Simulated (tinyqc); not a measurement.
# Changing the recess depth d

Model: stress in a transistor channel from embedded alloy regions, liners and fins, by half-space elasticity. Computed by tinyqc, a small Python program. Command: `OMP_NUM_THREADS=1 python tinyqc.py 3030767 3030768 out.jsonl stressor sweep`. One thread of a shared host (Intel(R) Xeon(R) Processor @ 2.30GHz), about 0.06 s of CPU time with the checks.

Plane strain in an isotropic half-space, the same constants everywhere; x along the channel from its centre, y downwards from the free surface; stress is positive in tension.

Inputs (values chosen for the exercise, modelled on silicon):
```
quantity                                   value      unit
alloy fraction x                            0.16         -
lattice change per unit x, beta           0.0413         -
Young's modulus E                            172       GPa
Poisson ratio nu                            0.22         -
channel length L                              16        nm
length of each stressor S                     80        nm
depth of the field point y                     2        nm
longitudinal piezoresistance coefficient    70.8  1e-11/Pa
vertical piezoresistance coefficient        -1.2  1e-11/Pa
```

Stressor: Si(1-x)Ge(x) source and drain.

Method:
- Misfit e = beta x. A fully constrained inclusion holds the stress -p with p = E e/(1 - 2 nu); a blanket film would hold -E e/(1 - nu) in the plane.
- A line element dA of misfit at (a, c) in the half-space gives, with C = E e/(2 pi (1 - nu)), X = x - a, r1^2 = X^2 + (y - c)^2, r2^2 = X^2 + Y^2, Y = y + c: s_xx = -C dA {[X^2 - (y - c)^2]/r1^4 + 3 [X^2 - Y^2]/r2^4 + 4 y Y (Y^2 - 3 X^2)/r2^6}, s_yy = C dA {[X^2 - (y - c)^2]/r1^4 - [X^2 - Y^2]/r2^4 + 4 y Y (Y^2 - 3 X^2)/r2^6}. These are integrated over two rectangles, L/2 < |a| < L/2 + S, 0 < c < d (closed form in a, 200 Gauss-Legendre points in c).
- At x = y = 0 the integral is s_xx = -(4/pi) [E e/(1 - nu)] [arctan(2 d/L) - arctan(d/(L/2 + S))].
- d mu/mu = -(pi_L s_xx + pi_z s_yy) for the embedded regions alone; the stress across the width is left out.

One run for each value:
```
recess depth d (nm)  s_xx (MPa)  s_xx at the surface (MPa)  s_yy (MPa)  mobility change (%)
5.0                      -747.4                     -931.1     -26.618                52.88
8.3                     -1044.1                    -1316.8     -16.539                73.90
14.0                    -1305.9                    -1658.4      -2.169                92.45
23.0                    -1419.4                    -1819.0       5.568               100.50
39.0                    -1343.9                    -1765.0       8.394                95.16
65.0                    -1083.2                    -1506.8       9.068                76.70
180.0                    -350.8                     -761.2       9.039                24.85
300.0                     -73.6                     -479.9       8.995                 5.22
```

Give the missing row, recess depth d (nm) = 110.0.

Computed row:
```
recess depth d (nm)  s_xx (MPa)  s_xx at the surface (MPa)  s_yy (MPa)  mobility change (%)
110.0                    -700.0                    -1117.2       9.114                49.57
```

Interpolating between the two neighbouring rows (the first column on a logarithmic scale, the others too where they are positive) misses most in mobility change (%), by 14 %. Over the rows, s_xx (MPa) goes from -747 through a minimum among these rows, -1420 at 23.0, to -73.6; s_xx at the surface (MPa) goes from -931 through a minimum among these rows, -1820 at 23.0, to -480; s_yy (MPa) goes from -26.6 through a maximum among these rows, 9.11 at 110, to 8.99. At the surface the maximum lies at d = sqrt((L/2)(L/2 + S)) = 27 nm: an element deeper than its horizontal distance has the opposite effect on the surface, by the sign of X^2 - c^2.

Caution (rows 5.00, 8.30, 14.0, 23.0, 39.0, 65.0, 110): beyond a few hundred MPa bulk piezoresistance coefficients no longer describe an inversion layer well.

Extremes, crossings and ranges named in words are read from the listed rows.
